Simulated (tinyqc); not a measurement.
Density of states of one tight-binding band on the simple cubic lattice, step by step. Values are carried at full precision from step to step, so a last printed digit may differ when a step is redone from the rounded ones.

E(k) = -2 t (c1 + c2 + c3) - 4 t2 (c1 c2 + c2 c3 + c3 c1) with ci = cos(2 pi ki); k in fractions of the reciprocal vectors, mesh k_i = j/N with j = 0 .. N-1. Densities are per cell and per spin, so the band holds one state.

Parameters, chosen for this exercise: t = 0.7 eV (nearest hopping); t2 = 0 eV (second hopping); N = 5 (mesh points along each axis); bins = 6 (bins of the histogram); E_lo = -4.213 eV (lower end of the histogram); E_hi = 4.217 eV (upper end); E = -0.12 eV (energy at which the density is wanted); sigma = 0.14 eV (Gaussian width).

## Energies on the mesh

Evaluate the band at all 125 points and collect equal values.

Distinct energies:
```
E_k (eV),points
-4.2000,1
-3.2326,6
-2.2652,12
-1.6674,6
-1.2979,8
-0.7000,24
0.2674,24
0.8652,12
1.8326,24
3.3979,8
```

The 125 points give 10 distinct energies between -4.2000 and 3.3979 eV; a dense mesh gives a band from -4.200 to 4.200 eV.

## Histogram

Count the points in equal bins from E_lo to E_hi; g = count/(all points x bin width).

Histogram:
```
from (eV),to (eV),points,g (1/eV)
-4.2130,-2.8080,7,0.0399
-2.8080,-1.4030,18,0.1025
-1.4030,0.0020,32,0.1822
0.0020,1.4070,36,0.2050
1.4070,2.8120,24,0.1367
2.8120,4.2170,8,0.0456
```

Empty bins: 0 of 6; the fullest holds 36 points.

## Gaussian broadening at one energy

Gaussian broadening: g(E) = mean over the mesh of exp(-(E - E_k)^2/(2 sigma^2))/(sigma sqrt(2 pi)), n(E) = mean of erfc((E_k - E)/(sigma sqrt 2))/2.

Sum over the distinct energies with their counts.

n(E) = 0.4565
g(E) = 0.0120 1/eV

## One tetrahedron of the mesh

For corner energies e1 <= e2 <= e3 <= e4 and eij = ei - ej, the share of the tetrahedron below E is n = (E - e1)^3/(e21 e31 e41) for e1 < E < e2; n = [e21^2 + 3 e21 x + 3 x^2 - (e31 + e42) x^3/(e32 e42)]/(e31 e41) with x = E - e2 for e2 < E < e3; n = 1 - (e4 - E)^3/(e41 e42 e43) for e3 < E < e4; its density of states is g = dn/dE.

corner energies, sorted (eV): -2.2652  -1.2979  -0.7000  0.8652

Find its share below E and its density of states at E.

n = 0.9098
g = 0.2747 1/eV

E lies between corners 3 and 4.

## Sum over all linear tetrahedra

Each cube of the mesh, corners numbered 0 to 7 as the binary number (i j l), is cut into six tetrahedra around the diagonal 0-7: 0137, 0157, 0237, 0267, 0457, 0467. For corner energies e1 <= e2 <= e3 <= e4 and eij = ei - ej, the share of the tetrahedron below E is n = (E - e1)^3/(e21 e31 e41) for e1 < E < e2; n = [e21^2 + 3 e21 x + 3 x^2 - (e31 + e42) x^3/(e32 e42)]/(e31 e41) with x = E - e2 for e2 < E < e3; n = 1 - (e4 - E)^3/(e41 e42 e43) for e3 < E < e4; its density of states is g = dn/dE.

Average n and g over all pieces of the mesh. The reference uses the same method with N = 36.

n(E) = 0.4749
g(E) = 0.2377 1/eV
reference n(E) = 0.475
reference g(E) = 0.204 1/eV

On this mesh the linear method errs by +0.033 1/eV in g and -0.001 in n; the Gaussian sum erred by -0.192 and -0.019.

## Checks

- States below the top of the band by the linear method against one: both 1.000000.

tinyqc: `OMP_NUM_THREADS=1 python tinyqc.py 1652030 1652031 out.jsonl`; about 0.2 s, one thread, shared Intel(R) Xeon(R) Processor @ 2.30GHz.
